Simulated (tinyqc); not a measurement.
Double quantum well by finite differences: one step. The tridiagonal Hamiltonian.

Finite differences on points z_i at the centres of cells of width h: H_ii = (c/h^2)(1/m_(i-1/2) + 1/m_(i+1/2)) + V_i, H_(i,i+1) = -(c/h^2)/m_(i+1/2), where m_(i+1/2) is the mean of the masses at the two points (the end values are repeated outwards), psi = 0 on the points beyond both ends, c = hbar^2/2m0. The field adds e F (z - z0) with z0 the middle of the structure; 1 kV/cm = 1e-5 eV/angstrom.

Constants: hbar^2/2m0 = 3.80998211 eV angstrom^2.

Inputs chosen for the exercise (out of a larger set: near those of a GaAs well in AlGaAs; not measured data): h = 16 angstrom (cell width of the coarse grid).

Grid:
```
i,z (angstrom),V (eV),m (m0)
1,8.000,0.154000,0.082800
2,24.000,0.154000,0.082800
3,40.000,0.154000,0.082800
4,56.000,0.000000,0.065200
5,72.000,0.000000,0.065200
6,88.000,0.000000,0.065200
7,104.000,0.154000,0.082800
8,120.000,0.154000,0.082800
9,136.000,0.000000,0.065200
10,152.000,0.000000,0.065200
11,168.000,0.154000,0.082800
12,184.000,0.154000,0.082800
13,200.000,0.154000,0.082800
```

Task: Form the diagonal and the neighbouring elements; V in the grid already includes the field.

Give: diagonal H_ii; H_(i,i+1).

Result:

diagonal H_ii (eV): 0.5135  0.5135  0.5349  0.4294  0.4565  0.4294  0.5349  0.5349  0.4294  0.4294  0.5349  0.5135  0.5135

H_(i,i+1) (eV): -0.1797  -0.1797  -0.2011  -0.2283  -0.2283  -0.2011  -0.1797  -0.2011  -0.2283  -0.2011  -0.1797  -0.1797

(tinyqc, `OMP_NUM_THREADS=1 python tinyqc.py 1281078 1281079 out.jsonl`, Intel(R) Xeon(R) Processor @ 2.30GHz, 1 thread, shared host, about 0.02 s.)
